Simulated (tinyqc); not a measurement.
Changing the eps_m of the surrounding medium: single-oscillator infrared dielectric function of a polar cubic crystal. Computed by tinyqc, a small Python program. Command: `OMP_NUM_THREADS=1 python tinyqc.py 3006080 3006081 out.jsonl infrared sweep`. One thread of a shared host (Intel(R) Xeon(R) Processor @ 2.30GHz), about 0.01 s of CPU time with the checks.

One ion pair, charges +Z* and -Z*, in a cell of volume Omega = a^3/4. Frequencies omega are given as wavenumbers (1/cm); eps_s is the static dielectric constant.

Inputs (values chosen for the exercise, modelled on indium phosphide):
```
quantity             value      unit
lattice constant a   5.869  angstrom
mass M_A            114.82         u
mass M_B             30.97         u
omega_TO               302      1/cm
Born charge Z*        2.62         e
eps_inf               9.48         -
```

Structure: zinc blende. Free carriers: absent.

Constants: nu for 1 eV/(angstrom^2 u) = 15.6333042 THz; 1 THz = 33.35640952 1/cm; e^2/(4 pi eps_0) = 14.39964548 eV angstrom.

Method. mu = M_A M_B/(M_A + M_B); ionic plasma term W^2 = 4 pi Z*^2 (e^2/(4 pi eps_0))/(Omega mu) in eV/(angstrom^2 u), turned into 1/cm by W = 15.6333042 x 33.35640952 x sqrt(W^2); omega_LO^2 = omega_TO^2 + W^2/eps_inf; eps_s = eps_inf + W^2/omega_TO^2; Szigeti charge 3 Z*/(eps_inf + 2); longitudinal (Callen) charge Z*/eps_inf. Without damping, eps(omega) = -x eps_m gives omega^2 = omega_TO^2 (eps_s + x eps_m)/(eps_inf + x eps_m): x = 1 for a flat surface at large wave vector, x = 2 for the dipole mode of a small sphere. The reflectivity R for light from vacuum (not from the medium eps_m) vanishes where eps = 1, omega^2 = omega_TO^2 (eps_s - 1)/(eps_inf - 1).

One run for each value:
```
eps_m of the surrounding medium  surface mode (1/cm)  sphere mode (1/cm)  omega_LO (1/cm)
1.0                                           342.56              339.22           346.57
1.5                                           340.82              336.39           346.57
2.0                                           339.22              333.96           346.57
3.0                                           336.39              330.01           346.57
4.0                                           333.96              326.92           346.57
6.0                                           330.01              322.43           346.57
9.0                                           325.62              318.08           346.57
12.0                                          322.43              315.26           346.57
```

What does the table show, and why?

Over the rows, surface mode (1/cm) falls from 343 to 322 (exponent d ln y / d ln x -0.013 between the first rows and -0.034 between the last); sphere mode (1/cm) falls from 339 to 315 (exponent d ln y / d ln x -0.021 between the first rows and -0.031 between the last); omega_LO (1/cm) does not change. A medium of higher eps_m screens the surface charge and pulls both modes from omega_LO towards omega_TO.
